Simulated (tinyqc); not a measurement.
# Front-illuminated p-i-n photodiode, quantum efficiency and bandwidth: effects of single changes

Light enters through a p layer (0 to xp), a depleted layer (xp to xp + wi) and a thick n substrate, decaying as exp(-al x); one pass, no back reflection. Carriers made in the depleted layer are all collected; those in the neutral layers diffuse.

Inputs (values chosen for the exercise); values close to those of In0.53Ga0.47As at this wavelength:
- lam = 1310 nm (wavelength)
- al = 11500 1/cm (absorption coefficient)
- Rf = 0.1 (reflectance of the front face)
- eps_r = 13.6 (relative permittivity)
- xp = 0.81 um (thickness of the front p layer)
- wi = 0.27 um (thickness of the depleted layer)
- Dn = 84 cm^2/s (electron diffusion coefficient in the p layer)
- Ln = 14 um (electron diffusion length in the p layer)
- S = 4000 cm/s (recombination velocity of the front surface)
- Lp = 32 um (hole diffusion length in the thick n substrate)
- ve = 6.86e6 cm/s (electron drift velocity)
- vh = 4.69e6 cm/s (hole drift velocity)
- dia = 12 um (diameter)
- RL = 50 ohm (load resistance)
- Cp = 60 fF (parasitic capacitance)

Constants: q = 1.602176634e-19 C, h = 6.62607015e-34 J s, c = 299792458 m/s, eps0 = 8.8541878128e-14 F/cm where lengths are in cm. Results are converted to the units shown.

Each table varies one quantity; the others keep the values above.

## Efficiency and bandwidth against the thickness of the depleted layer

k = al Ln, s = S Ln/Dn, e = exp(-al xp); front layer f1 = (k/(k^2 - 1)) {[s + k - e (s cosh(xp/Ln) + sinh(xp/Ln))]/[s sinh(xp/Ln) + cosh(xp/Ln)] - k e}; depleted layer f2 = e (1 - exp(-al wi)); substrate f3 = e exp(-al wi) al Lp/(1 + al Lp); external efficiency (1 - Rf)(f1 + f2 + f3); responsivity = efficiency q lam/(h c). Drift response for pairs made in the depleted layer, a = al wi, g = 1 - exp(-a), u = 2 pi i f, te = wi/ve, th = wi/vh: electrons He = [g - a (exp(-a) - exp(-u te))/(u te - a)]/(u te g), holes Hh = [g - a (1 - exp(-a - u th))/(a + u th)]/(u th g); C = eps0 eps_r pi (dia/2)^2/wi + Cp; total |He + Hh|/sqrt(1 + (2 pi f RL C)^2), for the current of the depleted layer alone. Limits are the frequencies at which each factor falls to 1/sqrt(2); inverse-square sum (f_transit^-2 + f_RC^-2)^(-1/2); the diffusion currents f1 and f3 are left out of the bandwidth.

Efficiency and bandwidth against the thickness of the depleted layer:

| wi (um) | f2 | f1 + f3 | responsivity (A/W) | transit limit (GHz) | RC limit (GHz) | 3 dB bandwidth (GHz) | inverse-square sum (GHz) | bandwidth x (1 - Rf) f2 (GHz) |
|---|---|---|---|---|---|---|---|---|
| 0.034 | 0.01511 | 0.9728 | 0.9394 | 882.8 | 6.911 | 6.911 | 6.911 | 0.09396 |
| 0.057 | 0.02500 | 0.9632 | 0.9397 | 527.5 | 10.65 | 10.65 | 10.65 | 0.2395 |
| 0.095 | 0.04077 | 0.9478 | 0.9401 | 317.5 | 15.65 | 15.63 | 15.63 | 0.5734 |
| 0.16 | 0.06621 | 0.9230 | 0.9407 | 189.5 | 21.93 | 21.73 | 21.79 | 1.295 |
| 0.27 | 0.1052 | 0.8851 | 0.9417 | 113.3 | 28.82 | 27.62 | 27.93 | 2.614 |
| 0.45 | 0.1592 | 0.8325 | 0.9430 | 68.88 | 35.26 | 30.43 | 31.39 | 4.359 |
| 0.76 | 0.2296 | 0.7640 | 0.9448 | 41.66 | 40.85 | 27.84 | 29.17 | 5.752 |
| 1.3 | 0.3056 | 0.6900 | 0.9467 | 25.11 | 45.17 | 21.19 | 21.94 | 5.828 |
| 2.2 | 0.3626 | 0.6345 | 0.9482 | 15.29 | 48.09 | 14.34 | 14.57 | 4.678 |

Read the table: what changes, and by how much?

As wi goes from 0.034 to 2.2, the responsivity rises from 0.939 to 0.948 A/W and the bandwidth goes from 6.91 through a maximum of 30.4 (at wi = 0.45 among the rows listed) to 14.3 GHz. The RC limit is the lower one for wi = 0.034, 0.057, 0.095, 0.16, 0.27, 0.45, 0.76, the transit limit elsewhere. Adding inverse squares of the two limits is within 4.8 % of the full result. The product of bandwidth and fast efficiency goes from 0.0940 through a maximum of 5.83 (at wi = 1.3 among the rows listed) to 4.68 GHz. In every row the diffusion currents exceed 0.3 of the drift current; their own response times, left out, may then shape the whole response.

## Efficiency and bandwidth against the absorption coefficient

Same model as above.

lam is held fixed while al varies.

The same in every row: RC limit (GHz) = 28.82.

Efficiency and bandwidth against the absorption coefficient:

| al (1/cm) | f2 | f1 + f3 | responsivity (A/W) | transit limit (GHz) | 3 dB bandwidth (GHz) | inverse-square sum (GHz) | bandwidth x (1 - Rf) f2 (GHz) |
|---|---|---|---|---|---|---|---|
| 30 | 8.077e-4 | 0.08973 | 0.08609 | 110.9 | 27.57 | 27.89 | 0.02004 |
| 90 | 0.002409 | 0.2287 | 0.2198 | 110.9 | 27.57 | 27.89 | 0.05979 |
| 300 | 0.007874 | 0.4981 | 0.4812 | 110.9 | 27.57 | 27.90 | 0.1954 |
| 900 | 0.02232 | 0.7436 | 0.7283 | 111.0 | 27.58 | 27.90 | 0.5540 |
| 3000 | 0.06102 | 0.8701 | 0.8854 | 111.5 | 27.59 | 27.90 | 1.515 |
| 9000 | 0.1041 | 0.8815 | 0.9372 | 112.7 | 27.61 | 27.92 | 2.586 |
| 30000 | 0.04887 | 0.9471 | 0.9471 | 116.8 | 27.69 | 27.98 | 1.218 |
| 90000 | 6.223e-4 | 0.9945 | 0.9463 | 124.4 | 27.84 | 28.08 | 0.01559 |
| 3e5 | 2.796e-11 | 0.9947 | 0.9459 | 120.6 | 27.82 | 28.03 | 7.001e-10 |

What does the table show?

As al goes from 30 to 3e5, the responsivity goes from 0.0861 through a maximum of 0.947 (at al = 30000 among the rows listed) to 0.946 A/W and the bandwidth goes from 27.57 through a maximum of 27.84 (at al = 90000 among the rows listed) to 27.82 GHz. The RC limit is the lower one in every row. Adding inverse squares of the two limits is within 1.2 % of the full result. Strong absorption puts the pairs into the front layer, where they must diffuse against surface loss; weak absorption lets light pass beyond a diffusion length of the junction. In every row the diffusion currents exceed 0.3 of the drift current; their own response times, left out, may then shape the whole response.

Computed by the program tinyqc: `OMP_NUM_THREADS=1 python tinyqc.py 2250102 2250103 out.jsonl`, one thread of a shared Intel Xeon 2.30GHz, about 0.01 s for the whole run.
